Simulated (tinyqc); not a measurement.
Single-band model of a thermoelectric material: one step, computed by the program tinyqc.

One spherical band, one scattering law, no minority carriers and no phonon drag. In a real material minority carriers limit |S| to about E_g/(2 e T), so larger values are formal. eta = E_F/(k_B T) is counted from the band edge; f = 1/(1 + exp(x - eta)).

Task: Limiting formulas for the Seebeck coefficient. Classical: |S| = (k_B/e)[r + 5/2 - ln(n/N_c)], N_c = (3 sqrt(pi)/4) N_0. Degenerate (Mott): |S| = (pi^2/3)(k_B/e)(r + 3/2)/eta_F, eta_F = (n/N_0)^(2/3).

Inputs (values chosen for the exercise, modelled on n-type SiGe): carrier density n = 1e+19 1/cm^3; temperature T = 830 K.

Band: parabolic. Scattering: acoustic phonons, r = -0.5.

Seebeck coefficient |S| = 407.5644 microvolt/K

N_0 = 1.141939e+20 1/cm^3

Constants: k_B = 8.617333262e-05 eV/K.

Give: Seebeck coefficients.

Result:

Seebeck coefficients:
```
formula        |S| (microvolt/K)  deviation (%)
full integral                408            0.0
classical                    407           -0.2
degenerate                  1438          252.7
```
